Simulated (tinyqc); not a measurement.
Stretching all distances: RHF, UHF, MP2, CISD and CCSD against full CI in the sto-3g basis, for BeH2, spin multiplicity 1. Computed by the program tinyqc with PySCF. All coordinates are multiplied by the scale. c0^2 is the weight of the RHF determinant in the lowest singlet FCI state (UHF is spin-contaminated and may lie near states of higher spin) and n(LUMO) the first natural occupation beyond the occupied space.

Geometry (angstrom):
```
atom,x,y,z
Be,0.0000,0.0000,0.0000
H,0.0000,1.2680,0.0000
H,0.0000,-1.3600,0.0000
```

Full CI energy (hartree) and errors against it (kcal/mol):
```
scale,distance 1-2 (angstrom),E(FCI),RHF,UHF,MP2,CISD,CCSD,<S^2> UHF,c0^2,n(LUMO)
0.960,1.217,-15.59113,20.317,20.317,6.630,0.406,0.220,0.000,0.975,0.025
1.110,1.407,-15.58205,26.065,26.065,9.311,0.688,0.334,0.000,0.963,0.041
1.260,1.598,-15.54026,34.523,34.523,13.472,1.298,0.578,0.000,0.941,0.070
1.410,1.788,-15.48664,46.314,46.223,19.559,2.551,1.088,0.066,0.904,0.121
1.550,1.965,-15.43677,61.003,49.546,27.468,4.759,2.017,0.708,0.848,0.201
1.700,2.156,-15.39124,81.527,41.972,38.950,8.787,3.677,1.088,0.753,0.343
1.850,2.346,-15.35961,107.844,33.322,54.095,14.150,5.017,1.243,0.606,0.559
```

What does the comparison show, and why?

UHF parts from RHF first at scale 1.41 of those listed, where <S^2> leaves zero. The weight c0^2 goes from 0.98 to 0.61 and n(LUMO) from 0.02 to 0.56: static correlation grows as the bonds break into open-shell fragments. The spread of the error along the curve, which distorts its shape, is CCSD 4.8, CISD 13.7, UHF 29.2, MP2 47.5, RHF 87.5 kcal/mol. The table stops here: at scale 2 and beyond, the reference weight falls under 0.45 or RHF, UHF or CCSD hop between solutions, so those rows were left out and the spreads given cover only the rows shown. As computed, partly on other solutions, the errors there reach in size RHF 139, UHF 29, MP2 71, CISD 18, CCSD 4 kcal/mol.
